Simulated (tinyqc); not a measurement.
p-n diode with diffusion and depletion-layer recombination: one step of the calculation.

Abrupt junction in the depletion approximation, low injection, full ionisation, neutral widths fixed, ohmic contact on the p side. Vj is the junction voltage; where a series resistance Rs is given, V = Vj + J Rs is the terminal voltage.

Problem. New Vj. Diffusion current alone: J = J0 (exp(Vj/Vt) - 1), g = Vj + J Rs - V, g' = 1 + Rs J0 exp(Vj/Vt)/Vt, Vj(new) = Vj - g/g'.

Parameters, values chosen for the exercise; band and dielectric values close to those of silicon:

| symbol | value | unit | meaning |
|---|---|---|---|
| T | 300 | K | temperature |
| Rs | 0.00011 | ohm cm^2 | series resistance |
| V | 0.81 | V | terminal voltage |

Constants: q = 1.602176634e-19 C, kB = 1.380649e-23 J/K, Vt = kB T/q. Results are converted to the units shown.

Vj at the start = 0.81 V
J0 = J0n + J0p = 6.8079971e-13 A/cm^2

Find: J; g; g'; Vj after iteration 1.

Solution.

J = 27.569 A/cm^2
g = 0.0030326 V
g' = 1.1173
Vj after iteration 1 = 0.80729 V

Program tinyqc, `OMP_NUM_THREADS=1 python tinyqc.py 2260049 2260050 out.jsonl`; Intel Xeon 2.30GHz, shared host, one thread, about 0.01 s.
